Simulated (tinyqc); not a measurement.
Worked calculation: donors with valley-orbit split 1s states. Values are carried at full precision from step to step, so a last printed digit may differ when a step is redone from the rounded ones.

Each donor binds at most one electron, in any of its states. For a site s, W_s = sum over its states of g exp(E/kT), and the ionised share is 1/(1 + W_s exp(eta)), eta = (EF - Ec)/kT; n = Nc F_1/2(eta); neutrality n + NA = ND x (mean ionised share); holes are neglected. Nc from N = 2 (m kB T/(4 pi c))^(3/2) with c = hbar^2/2m0, in 1/angstrom^3; times 1e24 for 1/cm^3, m = md. F_j(eta) = (1/Gamma(j + 1)) integral_0^infinity x^j dx/(1 + exp(x - eta)), which tends to exp(eta) for eta << 0.

Constants: hbar^2/2m0 = 3.80998211 eV angstrom^2; kB = 8.617333262e-05 eV/K.

Values chosen for the exercise (near those of As in Si; shifted at random, so the results belong to these values and not to a real crystal): md = 1.068 m0 (density-of-states mass of the conduction band); E = (55.3, 33.5, 33.7) meV (binding energies of 1s(A1), 1s(T2), 1s(E)); g = (2, 6, 4) (their degeneracies with spin); T = 350 K; ND = 1e+17 1/cm^3 (donors); NA = 1.6e+15 1/cm^3 (compensating acceptors, all ionised); mu0 = 70 cm^2/(V s) (mobility at heavy doping); mu1 = 1344 cm^2/(V s) (mobility at light doping and 300 K); Nr = 1e+17 1/cm^3 (reference doping); de = 0.72 (doping exponent); ga = 2.3 (temperature exponent).

## Partition sums of the neutral donor

Give each term g exp(E/kT), W_s, and the effective degeneracy W_s exp(-E_ground/kT).

Nc = 3.4902e+19 1/cm^3

terms: 1s(A1) 12.51, 1s(T2) 18.22, 1s(E) 12.23

W_s: donor 42.958

effective degeneracy: donor 6.867

The ground state alone would give 2 and all states together 12; here the excited states hold 71 % of the bound electrons.

## Neutrality

Solve for eta.

eta = -5.976
n = 8.86e+16 1/cm^3

ionised share: donor 0.902

n is 0.900 of ND - NA.

## Mobility and resistivity

Mobility (Caughey-Thomas form): mu = mu0 + (mu1 (T/300)^(-ga) - mu0)/(1 + ((ND + NA)/Nr)^de); rho = 1/(e n mu), e = 1.602176634e-19 C.

Compare with full ionisation, n = ND - NA.

mu = 503.9 cm^2/(V s)
rho = 0.140 ohm cm
rho at full ionisation = 0.126 ohm cm

Incomplete ionisation raises rho by a factor 1.11.

## Checks

- n at ND = 1e13 1/cm^3 against the root of n^2 = (Nc/W)(ND - n) (1/cm^3): both 1.000e+13.

(tinyqc, `OMP_NUM_THREADS=1 python tinyqc.py 1650989 1650990 out.jsonl`, Intel(R) Xeon(R) Processor @ 2.30GHz, 1 thread, shared host, about 0.01 s.)
